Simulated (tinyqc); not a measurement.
## Inverter chain driving a load

N inverters, each f = Hc^(1/N) times larger than the one before: delay tau N (f + pp). Switched capacitance in units of the first input, with output capacitance pp times the input: Hc + (1 + pp)(Hc - 1)/(f - 1).

Parameters, values chosen for the exercise:
- Hc = 22 (load over the input capacitance of the chain)
- pp = 1.5 (parasitic delay of an inverter)
- tau = 1.2 ps (delay unit)

Result of one run:

| N | f | delay (ps) | switched capacitance |
|---|---|---|---|
| 5 | 1.856 | 20.13 | 83.36 |

What becomes of these results when the number of stages N is changed from 5 to 2, all else the same?

Result of the changed run:

| N | f | delay (ps) | switched capacitance |
|---|---|---|---|
| 2 | 4.690 | 14.86 | 36.23 |

The whole series:

| N | f | delay (ps) | switched capacitance |
|---|---|---|---|
| 1 | 22.00 | 28.20 | 24.50 |
| 2 | 4.690 | 14.86 | 36.23 |
| 3 | 2.802 | 15.49 | 51.13 |
| 4 | 2.166 | 17.60 | 67.04 |
| 5 | 1.856 | 20.13 | 83.36 |
| 6 | 1.674 | 22.85 | 99.90 |

The delay goes from 28.2 through a minimum of 14.9 (at N = 2 among the rows listed) to 22.9 ps. The best stage effort solves pp + rho (1 - ln rho) = 0, rho = 3.97, which gives N = ln Hc/ln rho = 2.24. One stage fewer than the best costs 90 % in delay and saves 32 % of the switched capacitance.

Numbers from tinyqc (`OMP_NUM_THREADS=1 python tinyqc.py 2082065 2082066 out.jsonl`; about 0.01 s on one thread of a shared Intel Xeon 2.30GHz).
